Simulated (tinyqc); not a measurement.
# Undoped symmetric double-gate MOSFET, analytic potential model: two studies

An undoped body of thickness ts between two equal insulators and tied gates; long channel, electrons only, n = ni exp((psi - V)/Vt) with V the quasi-Fermi potential (0 at the source, Vd at the drain), constant mobility, no quantisation. Across the body psi(x) = V - 2 Vt ln[(ts/(2 beta)) sqrt(q ni/(2 eps0 eps_r Vt)) cos(2 beta x/ts)], x from the centre. Q is the electron charge per area of the whole body.

Parameters, values chosen for the exercise; material values close to those of In0.53Ga0.47As:
```
symbol,value,unit,meaning
T,300,K,temperature
Eg,0.747,eV,band gap
eps_r,14,,relative permittivity of the semiconductor
Nc,2.12e17,cm^-3,conduction-band density of states at T
Nv,7.59e18,cm^-3,valence-band density of states at T
eox,9.16,,relative permittivity of the gate insulator
tox,5.5,nm,insulator thickness
ts,25,nm,body thickness
dphi,0.13,V,gate work function less that of the intrinsic body
mu,340,cm^2/(V s),channel mobility
L,1,um,gate length
Vd,0.05,V,drain voltage
```

Constants: q = 1.602176634e-19 C, kB = 1.380649e-23 J/K, Vt = kB T/q, eps0 = 8.8541878128e-14 F/cm where lengths are in cm. Results are converted to the units shown.

Each table varies one quantity; the others keep the values above.

## Effect of the gate work function less that of the intrinsic body

ni = sqrt(Nc Nv) exp(-Eg/(2 Vt)), Eg in volts; r = eps_r tox/(eox ts); V0 = dphi + 2 Vt ln[(2/ts) sqrt(2 eps0 eps_r Vt/(q ni))]. beta (between 0 and pi/2) solves (Vg - V0 - V)/(2 Vt) = ln(beta) - ln(cos beta) + 2 r beta tan(beta). Q = 8 eps0 eps_r Vt beta tan(beta)/ts; I = mu (1/L)(4 eps0 eps_r/ts)(2 Vt)^2 [g(beta_s) - g(beta_d)] per width, g = beta tan(beta) - beta^2/2 + r beta^2 tan^2(beta), with beta_s at V = 0 and beta_d at V = Vd.  I(low) is taken at Vg = 0.21 V, Qs and I(high) at Vg = 0.96 V.

Effect of the gate work function less that of the intrinsic body:

| dphi (V) | V0 (V) | I(low) (nA/um) | Qs(high) (nC/cm^2) | I(high) (uA/um) |
|---|---|---|---|---|
| -0.02 | 0.3121 | 14.52 | 1501 | 24.38 |
| 0.03 | 0.3621 | 2.138 | 1367 | 22.12 |
| 0.08 | 0.4121 | 0.3099 | 1235 | 19.89 |
| 0.13 | 0.4621 | 0.04482 | 1105 | 17.68 |
| 0.18 | 0.5121 | 0.006480 | 975.7 | 15.51 |
| 0.23 | 0.5621 | 9.367e-4 | 849.0 | 13.37 |
| 0.28 | 0.6121 | 1.354e-4 | 724.9 | 11.29 |

As dphi goes from -0.02 to 0.28 V, I(low) falls from 14.5 to 1.35e-4 nA/um and I(high) falls from 24.4 to 11.3 uA/um. V0 rises from 0.312 to 0.612 V. In every row the surface density at the source at the higher gate voltage passes 0.3 Nc, where Boltzmann statistics fail.

## Effect of the insulator thickness

Same model as above.

The same in every row: V0 (V) = 0.4621.

Effect of the insulator thickness:

| tox (nm) | I(low) (nA/um) | Qs(high) (nC/cm^2) | I(high) (uA/um) |
|---|---|---|---|
| 1.8 | 0.04482 | 2925 | 46.44 |
| 2.6 | 0.04482 | 2127 | 33.87 |
| 3.8 | 0.04482 | 1528 | 24.40 |
| 5.5 | 0.04482 | 1105 | 17.68 |
| 7.9 | 0.04482 | 802.2 | 12.87 |
| 11 | 0.04482 | 597.8 | 9.606 |
| 16 | 0.04482 | 427.6 | 6.883 |

What does the table show?

As tox goes from 1.8 to 16 nm, I(low) stays near 0.0448 nA/um and I(high) falls from 46.4 to 6.88 uA/um. On average I(low) is independent of tox and I(high) goes as tox^(-0.87). Below threshold no voltage drops over the insulator in this long-channel model, so its thickness does not matter there. In every row the surface density at the source at the higher gate voltage passes 0.3 Nc, where Boltzmann statistics fail.

Program tinyqc, `OMP_NUM_THREADS=1 python tinyqc.py 2440091 2440092 out.jsonl`; Intel Xeon 2.30GHz, shared host, one thread, about 0.01 s.
